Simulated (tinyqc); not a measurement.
# Planar ballistic transistor, top-of-the-barrier model: effects of single changes

At the top of the source barrier, states moving towards the drain are filled by the source (Fermi level 0) and states moving back by the drain (Fermi level -q Vd); nothing scatters. U is the shift of the band edge there, set by the capacitances CG, CD and CS (the total) and by the charge. Parabolic two-dimensional band; the source is grounded.

Parameters, values chosen for the exercise; mass and valleys close to those of silicon (two valleys):
- T = 300 K (temperature)
- m = 0.19 m0 (effective mass)
- gv = 2 (valley degeneracy)
- eox = 22 (relative permittivity of the gate insulator)
- tox = 1.1 nm (insulator thickness)
- aG = 0.86 (gate control CG/CS)
- aD = 0.049 (drain control CD/CS)
- E0 = 0.38 eV (band edge at the barrier top above the source Fermi level at zero bias)

Constants: q = 1.602176634e-19 C, kB = 1.380649e-23 J/K, hbar = 1.054571817e-34 J s, m0 = 9.1093837015e-31 kg, Vt = kB T/q, eps0 = 8.8541878128e-14 F/cm where lengths are in cm. Results are converted to the units shown.

Each table varies one quantity; the others keep the values above.

## Effect of the band edge at the barrier top above the source Fermi level at zero bias

N0 = gv m kB T/(pi hbar^2), CG = eps0 eox/tox, vT = sqrt(2 kB T/(pi m)), CS = CG/aG, n0 = n at U = 0 and Vd = 0. eta1 = -(E0 + U)/Vt, eta2 = eta1 - Vd/Vt, n = (N0/2)[F_0(eta1) + F_0(eta2)], F_0(x) = ln(1 + exp x). U = UL + q (n - n0)/CS with UL = -(aG Vg + aD Vd), energies in eV. I = q (N0/2) vT [F_(1/2)(eta1) - F_(1/2)(eta2)] per width, F_(1/2)(x) = (2/sqrt(pi)) int_0^infinity u^(1/2)/(1 + exp(u - x)) du. CQ = (q/Vt) dn/d(eta1).

In this table Vg = 0.5 V, Vd = 0.5 V.

Result of one run:
```
E0 (eV)     eta1  n (cm^-2)  I (uA/um)  mean velocity I/(q n) (cm/s)   CQ/CS
0.45     -0.1963   1.231e12      265.2                       1.345e7  0.2786
```

What becomes of these results when the band edge at the barrier top above the source Fermi level at zero bias E0 is changed from 0.45 to 0.15 eV, all else the same?

Result of the changed run:
```
E0 (eV)   eta1  n (cm^-2)  I (uA/um)  mean velocity I/(q n) (cm/s)   CQ/CS
0.15     7.284   1.495e13       6143                       2.565e7  0.6171
```

The whole series:
```
E0 (eV)     eta1  n (cm^-2)  I (uA/um)  mean velocity I/(q n) (cm/s)   CQ/CS
0.1        8.493   1.743e13       7686                       2.753e7  0.6174
0.15       7.284   1.495e13       6143                       2.565e7  0.6171
0.2        6.085   1.249e13       4740                       2.368e7  0.6162
0.25       4.888   1.004e13       3476                       2.160e7  0.6129
0.3        3.685   7.612e12       2369                       1.943e7  0.6024
0.35       2.468   5.231e12       1442                       1.721e7  0.5693
0.4        1.203   3.007e12      727.7                       1.510e7  0.4749
0.45     -0.1963   1.231e12      265.2                       1.345e7  0.2786
```

As E0 goes from 0.1 to 0.45 eV, n falls from 1.74e13 to 1.23e12 cm^-2, the mean velocity falls from 2.75e7 to 1.34e7 cm/s and the current falls from 7690 to 265 uA/um. CQ/CS goes from 0.62 to 0.28.

## Effect of the drain control CD/CS

Same model as above.

CQ = (q/Vt) dn/d(eta1). E0 is held fixed.

In this table Vg = 0.5 V, Vd = 0.5 V.

Results:
```
aD      eta1  n (cm^-2)  I (uA/um)  mean velocity I/(q n) (cm/s)   CQ/CS
0      1.084   2.823e12      675.2                       1.493e7  0.4615
0.018  1.321   3.195e12      782.2                       1.528e7  0.4874
0.036  1.553   3.580e12      897.3                       1.564e7  0.5097
0.054  1.782   3.975e12       1020                       1.602e7  0.5286
0.09   2.233   4.791e12       1289                       1.679e7  0.5578
0.108  2.456   5.207e12       1434                       1.718e7  0.5688
0.126  2.677   5.629e12       1586                       1.758e7  0.5778
```

Estimate the missing row, aD = 0.072.

Computed row:
```
aD      eta1  n (cm^-2)  I (uA/um)  mean velocity I/(q n) (cm/s)   CQ/CS
0.072  2.008   4.379e12       1151                       1.640e7  0.5445
```

With this row back in the table: As aD goes from 0 to 0.126, n rises from 2.82e12 to 5.63e12 cm^-2, the mean velocity rises from 1.49e7 to 1.76e7 cm/s and the current rises from 675 to 1590 uA/um. CQ/CS goes from 0.46 to 0.58.

## Output curve

Same model as above.

CQ = (q/Vt) dn/d(eta1).

In this table Vg = 0.5 V.

Output curve:
```
Vd (V)    eta1  n (cm^-2)  I (uA/um)  mean velocity I/(q n) (cm/s)   CQ/CS
0.01    0.7223   4.089e12      128.8                       1.966e6  0.7758
0.025   0.8464   3.771e12      295.5                       4.890e6  0.7224
0.05     1.008   3.391e12      500.6                       9.213e6  0.6277
0.1      1.186   3.116e12      692.8                       1.388e7  0.5126
0.15     1.273   3.141e12      755.5                       1.502e7  0.4891
0.2      1.341   3.231e12      791.1                       1.528e7  0.4905
0.3      1.468   3.438e12      854.2                       1.551e7  0.5020
0.4      1.594   3.650e12      918.6                       1.571e7  0.5133
0.6      1.843   4.082e12       1054                       1.612e7  0.5331
0.8      2.089   4.525e12       1199                       1.654e7  0.5495
```

What does the table show?

The current rises from 129 to 1200 uA/um; n goes from 4.09e12 through a minimum of 3.12e12 (at Vd = 0.1 V among the rows listed) to 4.52e12 cm^-2 and eta1 rises from 0.722 to 2.09. The resistance in the first row is 77.7 ohm um, though nothing scatters in the channel. The current passes 90 % of its last value at Vd = 0.8 V among the rows, where eta2 = -29; returning states are gone from Vd = 0.3 V on (eta2 < -7), and from there the drain control aD lifts eta1 from 1.47 to 2.09.

tinyqc, about 0.01 s, one thread, Intel Xeon 2.30GHz (shared host): `OMP_NUM_THREADS=1 python tinyqc.py 2400173 2400174 out.jsonl`
